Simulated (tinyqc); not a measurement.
What moves the results: alloy A(1-x)B(x) by interpolation with bowing. A value that a table varies takes the place of the one given here.

Each gap follows E(x) = (1 - x) E_A + x E_B - C x (1 - x); the lattice constant follows Vegard, a(x) = (1 - x) a_A + x a_B.

Mass at Gamma from the Kane formula 1/m = F + Ep (Eg + 2 Dso/3)/(Eg (Eg + Dso)). F is fixed by the masses of A and B and interpolated linearly, as is Ep; Eg and Dso carry their bowing.

Constants: hc = 1239.841984 eV nm.

Values chosen for the exercise (A near GaP, B near InP; shifted at random, so the results belong to these values and not to a real crystal): a = (5.448, 5.878) angstrom (lattice constant of A, B); Eg = (2.844, 1.427) eV (gap at Gamma to the s-like level of A, B); EgX = (2.378, 2.394) eV (gap to the lowest valley along Gamma-X of A, B); EgL = (2.742, 2.03) eV (gap to L of A, B); C = (0.731, 0.171, 0.895) eV (bowing of the Gamma, X and L gaps); Dso = (0.08, 0.109) eV (spin-orbit splitting of A, B); Ep = (31.2, 20.6) eV (Kane energy of A, B); me = (0.1306, 0.0807) m0 (electron mass at Gamma of A, B); Cs = 0 eV (bowing of Dso); x = 0.13 (fraction of B).

## Gaps across the alloy

Eleven compositions.

Gaps (eV):

| x | a (angstrom) | Gamma | X | L | lowest | wavelength (nm) |
|---|---|---|---|---|---|---|
| 0.0 | 5.4480 | 2.844 | 2.378 | 2.742 | X | 521 |
| 0.1 | 5.4910 | 2.637 | 2.364 | 2.590 | X | 524 |
| 0.2 | 5.5340 | 2.444 | 2.354 | 2.456 | X | 527 |
| 0.3 | 5.5770 | 2.265 | 2.347 | 2.340 | Gamma | 547 |
| 0.4 | 5.6200 | 2.102 | 2.343 | 2.242 | Gamma | 590 |
| 0.5 | 5.6630 | 1.953 | 2.343 | 2.162 | Gamma | 635 |
| 0.6 | 5.7060 | 1.818 | 2.347 | 2.100 | Gamma | 682 |
| 0.7 | 5.7490 | 1.699 | 2.353 | 2.056 | Gamma | 730 |
| 0.8 | 5.7920 | 1.593 | 2.363 | 2.029 | Gamma | 778 |
| 0.9 | 5.8350 | 1.503 | 2.377 | 2.021 | Gamma | 825 |
| 1.0 | 5.8780 | 1.427 | 2.394 | 2.030 | Gamma | 869 |

How do the results move?

The lowest valley changes at x = 0.252 (X to Gamma, gap 2.350 eV). The Gamma gap is monotonic, since its bowing (0.731 eV) is smaller than the difference of the end gaps (1.417 eV); at x = 0.5 bowing lowers it by C/4 = 0.183 eV.

## Three ways to interpolate a mass

Linear in m, linear in 1/m, and the Kane formula.

Masses (m0):

| x | Eg (eV) | linear in m | linear in 1/m | Kane | Kane m/Eg (1/eV) |
|---|---|---|---|---|---|
| 0.000 | 2.844 | 0.1306 | 0.1306 | 0.1306 | 0.0459 |
| 0.125 | 2.587 | 0.1244 | 0.1212 | 0.1190 | 0.0460 |
| 0.250 | 2.353 | 0.1181 | 0.1131 | 0.1092 | 0.0464 |
| 0.375 | 2.141 | 0.1119 | 0.1060 | 0.1011 | 0.0472 |
| 0.500 | 1.953 | 0.1056 | 0.0998 | 0.0943 | 0.0483 |
| 0.625 | 1.787 | 0.0994 | 0.0942 | 0.0889 | 0.0498 |
| 0.750 | 1.644 | 0.0932 | 0.0892 | 0.0848 | 0.0516 |
| 0.875 | 1.524 | 0.0869 | 0.0847 | 0.0821 | 0.0539 |
| 1.000 | 1.427 | 0.0807 | 0.0807 | 0.0807 | 0.0566 |

What does this show?

At x = 0.5 the three give 0.1056, 0.0998 and 0.0943; judged by the largest distance, the Kane value is closer to the interpolation in 1/m (largest distances 0.0113 m0 from the rule in m, 0.0054 m0 from the rule in 1/m). The ratio m/Eg varies by a factor of 1.23 while the gap varies by 1.99; a constant ratio is the two-band rule m = Eg/Ep at fixed Ep.

## What each parameter does

Gaps at x and the Kane mass. Each row changes one parameter from the base and keeps the others.

Results:

| case | Gamma (eV) | X (eV) | L (eV) | mass (m0) |
|---|---|---|---|---|
| base | 2.5771 | 2.3607 | 2.5482 | 0.1186 |
| x = 0.09 | 2.6566 | 2.3654 | 2.6046 | 0.1221 |
| C = (0.831, 0.271, 0.995) eV | 2.5658 | 2.3494 | 2.5369 | 0.1179 |
| Eg = (2.986, 1.427) eV | 2.7007 | 2.3607 | 2.5482 | 0.1196 |
| EgX = (2.378, 2.274) eV | 2.5771 | 2.3451 | 2.5482 | 0.1186 |
| EgL = (2.605, 2.03) eV | 2.5771 | 2.3607 | 2.4290 | 0.1186 |
| Ep = (34.3, 22.7) eV | 2.5771 | 2.3607 | 2.5482 | 0.1184 |
| Cs = 0.05 eV | 2.5771 | 2.3607 | 2.5482 | 0.1185 |

How do the results move?

The largest shifts from the base row, up to three for each result and ties (the steps differ in size, so this ranks the rows, not the parameters). Gamma (eV): Eg +0.1235, x +0.0795, C -0.0113; unchanged at the printed digits by EgX, EgL, Ep and Cs. X (eV): EgX -0.0156, C -0.0113, x +0.0047; unchanged at the printed digits by Eg, EgL, Ep and Cs. L (eV): EgL -0.1192, x +0.0564, C -0.0113; unchanged at the printed digits by Eg, EgX, Ep and Cs. mass (m0): x +0.0035, Eg +0.0010, C -0.0007; unchanged at the printed digits by EgX and EgL.

Program tinyqc; command `OMP_NUM_THREADS=1 python tinyqc.py 1080103 1080104 out.jsonl`; about 0.01 s on one thread of a shared Intel(R) Xeon(R) Processor @ 2.30GHz.
